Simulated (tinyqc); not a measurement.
Where the wafer is too thin: surface photovoltage measurement of the minority-carrier diffusion length in a wafer. Computed by tinyqc, a small Python program. Command: `OMP_NUM_THREADS=1 python tinyqc.py 3130443 3130444 out.jsonl spv walk`. One thread of a shared host (Intel(R) Xeon(R) Processor @ 2.30GHz), about 0.01 s of CPU time with the checks.

Low injection, steady light, a depletion layer much thinner than 1/alpha and L. The excess density dn is taken at the front edge of the neutral region; light that reaches the back is lost.

Inputs (values chosen for the exercise, modelled on p-type silicon at room temperature):
```
quantity                            value        unit
wafer thickness W                     625  micrometre
diffusivity D                        27.3      cm^2/s
front recombination velocity S_f     9600        cm/s
back recombination velocity S_b     31000        cm/s
photon flux entering              2.4e+12  1/(cm^2 s)
```

Method:
- alpha = (84.732/lambda - 76.417)^2 per cm with lambda in micrometre (an empirical fit for silicon between 0.7 and 1.05 micrometre).
- Thick wafer: dn = Phi L/((S_f + D/L)(L + 1/alpha)). Finite wafer, with s = S_b L/D, w = W/L, a = alpha L: dn = [Phi a/(a^2 - 1)] [a - B - exp(-alpha W)(a - s)/(cosh w + s sinh w)]/(S_f + B D/L), B = (sinh w + s cosh w)/(cosh w + s sinh w).
- Readings y = (Phi/dn) (1 + noise x g) at 780, 830, 880, 920, 950, 975 and 995 nm; a least-squares line y = c (1/alpha + L_app) gives L_app = intercept/slope.
- No noise; L is varied at fixed W, and the last two columns set S_b to 0 and to 1e7 cm/s.

Apparent length (micrometre):
```
L          W/L  given S_b  S_b = 0  S_b = 1e7
31.2    20.032      31.20     31.2      31.20
62.5    10.000      62.50     62.5      62.50
125.0    5.000     124.87    125.1     124.85
188.0    3.324     185.90    190.0     185.71
312.0    2.003     286.87    338.1     285.54
500.0    1.250     379.77    647.2     376.13
812.0    0.770     444.24   1396.4     438.23
1310.0   0.477     476.36   3034.8     468.94
2500.0   0.250     492.87   7352.9     484.66
```

With a fast back surface L_app levels off, at 485 micrometre in the last row; with a passive one it reaches up to 2.94 times L among these rows and is 7350 in the last. All three columns are within 5 % of L down to W/L = 3.3.

Extremes, crossings and ranges named in words are read from the listed rows.
